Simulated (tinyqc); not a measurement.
G0W0 on RHF in the sto-3g basis, for H3+, spin multiplicity 1, step by step. One step of it, computed by the program tinyqc.

Question. G0W0 on Hartree-Fock: HOMO. W(p,q,m) = sqrt2 sum_ia (pq|ia) (X+Y)_ia,m; Sigma_c(x) = sum_(i,m) W^2/(x - e_i + w_m) + sum_(a,m) W^2/(x - e_a - w_m); solve x = e_p + Sigma_c(x) by Newton steps; Z = 1/(1 - dSigma/dx); 1 hartree = 27.211386 eV.

orbital energies (hartree): MO1 -1.071607, MO2 -0.194803, MO3 0.034177

Two-electron integrals over orbitals (pq|rs), unique and non-zero (hartree):
```
p,q,r,s,(pq|rs)
1,1,1,1,0.572819
2,1,1,1,-0.015116
2,1,2,1,0.143206
2,2,1,1,0.534878
2,2,2,1,0.045929
2,2,2,2,0.621578
3,1,1,1,0.030599
3,1,2,1,0.001454
3,1,2,2,-0.069966
3,1,3,1,0.143952
3,2,1,1,0.002454
3,2,2,1,-0.098799
3,2,2,2,-0.016279
3,2,3,1,-0.038755
3,2,3,2,0.091527
3,3,1,1,0.572844
3,3,2,1,-0.050874
3,3,2,2,0.495097
3,3,3,1,0.086314
3,3,3,2,0.015063
3,3,3,3,0.639297
```

excitation energies w (hartree): 1.127380  1.363646

X + Y:
```
,1,2
1>2,0.881852,0.007800
1>3,-0.009634,0.900459
```

Give: The 12 largest terms at x = e_p; Newton steps; quasiparticle energy of the HOMO; Hartree-Fock value.

Answer.

The 12 largest terms at x = e_p (hartree; W for the signs of X + Y given):
```
q,m,W,term
2,1,0.1786,-0.0159
3,2,0.1833,-0.0136
1,2,0.0388,0.0011
1,1,-0.0193,3.29e-04
2,2,0.0034,-5.25e-06
3,1,-1.49e-04,-9.88e-09
```

Newton steps (hartree):
```
step,x,Sigma_c(x),Z
0,-1.0716,-0.0281,0.9857
1,-1.0993,-0.0277,0.9859
2,-1.0993,-0.0277,0.9859
```

quasiparticle energy of the HOMO = -29.9135 eV

Hartree-Fock value = -29.1599 eV
